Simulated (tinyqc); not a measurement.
Inside a calculation. Model: kinetic Monte Carlo and master equation for a particle on a ring of sites with traps and bias. Computed by tinyqc, a small Python program that keeps every step. Command: `OMP_NUM_THREADS=1 python tinyqc.py 3018793 3018794 out.jsonl kmc walk`. One thread of a shared host (Intel(R) Xeon(R) Processor @ 2.30GHz), about 0.07 s of CPU time with the checks. Intermediate numbers are printed to about 6 digits and carried at full precision; extremes and crossings named in words are read from the listed rows.

8 sites on a ring, numbered 1 to 8. The saddle between i and i+1 lies at E0 + s b_i and site i at s eps_i; a force F tilts the landscape, with the saddle half-way.

Inputs (values chosen for the exercise, for a model defect):
```
quantity                          value         unit
reference barrier E0               0.58           eV
scale factor s of the disorder        1            -
attempt frequency nu                 11          THz
temperature T                       370            K
site spacing a                        3     angstrom
force F along the ring          0.00021  eV/angstrom
seed of the random numbers       929699            -
```

Disorder: both.

site energies eps_i (eV): -0.065  -0.064  -0.039  -0.035  0  -0.036  -0.079  -0.052

saddle shifts b_i between sites i and i+1 (eV): 0.019  0.0067  0.021  0.019  0.021  0.038  -0.015  -0.0027

Constants: k_B = 8.617333262e-05 eV/K.

## Rate table

Rates: k(i to i+1) = nu exp(-(E0 + s b_i - s eps_i - F a/2)/(k_B T)), k(i to i-1) = nu exp(-(E0 + s b_(i-1) - s eps_i + F a/2)/(k_B T)). Share right = k right/(k right + k left); mean stay = 1/(k right + k left).

Rates, shares of right hops and mean stays:
```
site  k right (1/s)  k left (1/s)  share right  mean stay (s)
1           10030.5       19423.1     0.340553    3.39516e-05
2           15222.4       10147.6     0.600016    3.94165e-05
3           21292.6       32691.0     0.394427    1.85241e-05
4           25701.3       23666.4     0.520610    2.02562e-05
5           72351.7       75528.3     0.489260    6.76224e-06
6           13725.7       22935.6     0.374392    2.72767e-05
7           18782.1        3493.4     0.843173    4.48923e-05
8           29783.4       42946.9     0.409505    1.37494e-05
```

The particle stays longest on site 7, 6.6 times as long as on the quickest site.

## Twelve steps of the residence-time algorithm

Random numbers:
```
step      r1      r2
1     0.5994  0.6847
2     0.1639  0.8781
3     0.9232  0.9377
4     0.6718  0.6569
5     0.5677  0.9475
6     0.2191  0.8730
7     0.8356  0.0600
8     0.5366  0.0786
9     0.4972  0.9357
10    0.4108  0.4579
11    0.1042  0.9363
12    0.4031  0.0620
```

Start on site 1 at t = 0. Hop right if r1 is below the share right, else left; advance the clock by -ln(r2) times the mean stay.

Trajectory:
```
step  site    hop     wait (s)    clock (s)  net hops
1        1   left  1.28600e-05  1.28600e-05        -1
2        8  right  1.78736e-06  1.46474e-05         0
3        1   left  2.18394e-06  1.68313e-05        -1
4        8   left  5.77784e-06  2.26091e-05        -2
5        7  right  2.42097e-06  2.50301e-05        -1
6        8  right  1.86744e-06  2.68975e-05         0
7        1   left  9.55198e-05  1.22417e-04        -1
8        8   left  3.49701e-05  1.57387e-04        -2
9        7  right  2.98356e-06  1.60371e-04        -1
10       8   left  1.07397e-05  1.71111e-04        -2
11       7  right  2.95478e-06  1.74066e-04        -1
12       8  right  3.82320e-05  2.12297e-04         0
```

## Steady state

Master equation dP/dt = W P, W_(i+1,i) = k right, W_(i-1,i) = k left, columns summing to zero. The steady state is its null vector; drift v = a sum P_i (k right - k left). D = a^2 lambda''(0)/2, where lambda(q) is the leading eigenvalue of W with right hops weighted by exp(q) and left hops by exp(-q). The slowest relaxation rate is minus the real part of the next eigenvalue of W. 1 angstrom = 1e-8 cm.

occupations P_i: 0.181407  0.175572  0.080593  0.070905  0.023625  0.072872  0.275448  0.119579

drift velocity v = 9.11251e-06 cm/s

diffusivity D = 1.38412e-11 cm^2/s

slowest relaxation rate = 8361.93 1/s

The Boltzmann occupations exp(-s eps_i/(k_B T))/Z differ from these by at most 0.0040: the current piles particles up in front of high saddles.

## Closed form at zero force

At zero force D0 = a^2 nu exp(-E0/(k_B T)) / [<exp(-s eps/(k_B T))> <exp(s b/(k_B T))>], with means over the ring; Einstein relation v = D0 F/(k_B T); 1 angstrom = 1e-8 cm.

zero-force diffusivity D0 = 1.37873e-11 cm^2/s

D0 over the value without disorder = 0.110671

Einstein drift = 9.08077e-06 cm/s

F a/(k_B T) = 0.020; the true drift is 1.0035 times the Einstein value.

## Sampled drift against the exact one

400 independent walkers start on sites drawn with weights P_i (k right + k left), the steady shares of hops (random numbers not printed); the estimate is total displacement over total time, with its standard error from the spread between walkers.

Drift from sampling:
```
hops per walker  estimate (cm/s)  standard error (cm/s)  deviation in standard errors
10                   2.81504e-05            1.61422e-05                       1.17939
30                   1.32754e-05            9.04387e-06                       0.46030
100                  1.32636e-05            4.94160e-06                       0.84003
300                  1.18455e-05            2.81750e-06                       0.97002
1000                 9.06254e-06            1.52815e-06                      -0.03270
3000                 9.34906e-06            9.36182e-07                       0.25268
```

The exact drift is 9.113e-6 cm/s. The standard error falls by a factor 3.23 from 100 to 1000 hops (sqrt10 = 3.16), and in the last row it is 10 % of the drift: a weak force is hard to see under thermal hops, which is why such runs use the Einstein relation instead.

Checks made by the program: closed form against the master equation at zero force (relative difference 4e-06).
